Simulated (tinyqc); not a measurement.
Worked calculation: Deal-Grove kinetics of thermal oxidation of silicon. Computed by tinyqc, a small Python program that keeps every step. Command: `OMP_NUM_THREADS=1 python tinyqc.py 3026725 3026726 out.jsonl oxide walk`. One thread of a shared host (Intel(R) Xeon(R) Processor @ 2.30GHz), about 0.06 s of CPU time with the checks. Intermediate numbers are printed to about 6 digits and carried at full precision; extremes and crossings named in words are read from the listed rows.

Oxidant diffuses through the oxide and reacts at the interface, so that dx/dt = B/(A + 2x) for the oxide thickness x.

Inputs (values chosen for the exercise, close to those used for silicon): prefactor B0 = 886 um^2/h; activation energy E_B = 1.22 eV; prefactor (B/A)0 = 3.61e+06 um/h; activation energy E_A = 2.02 eV; temperature T = 1025 C; oxidant pressure p = 10 atm; pressure exponent m of B/A = 0.71; initial oxide x_i = 0.025 um; time t = 5.3 h; ratio c of the extra rate to B/A = 3.6; decay length L = 0.012 um.

Ambient: dry oxygen. Surface: (100). Extension: thin-film term.

Constants: k_B = 8.617333262e-05 eV/K.

## Rate constants

B = B0 p exp(-E_B/(k_B T)), B/A = (B/A)0 p^m exp(-E_A/(k_B T)), p in atm; A = B/(B/A). Temperatures in kelvin are T(C) + 273.15.

parabolic constant B = 0.162576 um^2/h

linear constant B/A = 0.266261 um/h

length A = 0.610588 um

Reaction at the interface limits growth while x is well below A/2 = 0.305 um, diffusion once x is well above it.

## Thickness after the oxidation

tau = (x_i^2 + A x_i)/B and x = (A/2) [sqrt(1 + 4 B (t + tau)/A^2) - 1], the root of x^2 + A x = B (t + tau). Silicon consumed is 0.44 times the oxide grown; the rate is B/(A + 2x).

tau = 0.0977373 h

oxide thickness x = 0.679970 um

silicon consumed = 0.288187 um

final growth rate = 0.0825036 um/h

2x/A = 2.23: reaction and diffusion both resist, diffusion with a share 2x/(A + 2x) = 0.69.

## Full law against its linear and parabolic limits

Linear limit x = (B/A)(t + tau); parabolic limit x = sqrt(B (t + tau)).

Thickness (um):
```
t (h)     full  linear limit  parabolic limit     2x/A
0.05   0.03708       0.03934          0.15498  0.12147
0.1    0.04876       0.05265          0.17930  0.15970
0.25   0.08167       0.09259          0.23777  0.26750
0.5    0.13103       0.15915          0.31173  0.42921
1      0.21593       0.29228          0.42245  0.70727
2      0.35368       0.55855          0.58399  1.15849
4      0.56614       1.09107          0.81621  1.85441
8      0.88201       2.15611          1.14739  2.88906
16     1.34101       4.28620          1.61775  4.39251
32     1.99938       8.54637          2.28436  6.54903
```

Both limits lie above the full result, since each drops one resistance. The linear law overshoots by 6.1 % in the first row and 330 % in the last, the parabolic law by 320 % and 14 %. The better limit switches between 2 and 4 h; both give the same value where B (t + tau) = A^2, at 2x/A = sqrt5 - 1 = 1.24.

## A single trial Runge-Kutta step of the thin-film equation

With f(x) = B/(A + 2x) + c (B/A) exp(-x/L) and h = L/(4 f(x_i)): k1 = f(x_i), k2 = f(x_i + h k1/2), k3 = f(x_i + h k2/2), k4 = f(x_i + h k3), x = x_i + h (k1 + 2 k2 + 2 k3 + k4)/6.

step h = 0.00820885 h

k1 to k4 (um/h): [0.365459, 0.350323, 0.350915, 0.337860]

x after the step = 0.0278810 um

## Thickness with the thin-film term

Thin-film (Massoud) form: dx/dt = B/(A + 2x) + c (B/A) exp(-x/L), integrated from x_i by fourth-order Runge-Kutta in 2000 steps, the i-th of length (2 i - 1) t/2000^2.

thickness with the thin-film term = 0.681685 um

The extra term adds 1.72 nm to the Deal-Grove value.

## What the thin-film term adds

The formulas are those given above.

Thickness:
```
t (h)  Deal-Grove (um)  with the term (um)  difference (nm)
0.02           0.02989             0.03169          1.80161
0.05           0.03708             0.04028          3.19912
0.1            0.04876             0.05286          4.09960
0.3            0.09203             0.09624          4.21413
1              0.21593             0.21916          3.23468
3              0.46725             0.46943          2.18606
10             1.01184             1.01313          1.28338
30             1.92772             1.92848          0.75724
```

The gain reaches at most 4.21 nm among these rows, at 0.3 h, and then shrinks, because the thicker film grows more slowly once diffusion matters. If the base rate kept its starting value B/(A + 2 x_i), the gain would level off at L ln(1 + c (1 + 2 x_i/A) exp(-x_i/L)) = 4.74 nm.

Checks made by the program: closed form against Runge-Kutta integration of dx/dt (relative difference below 1e-10).
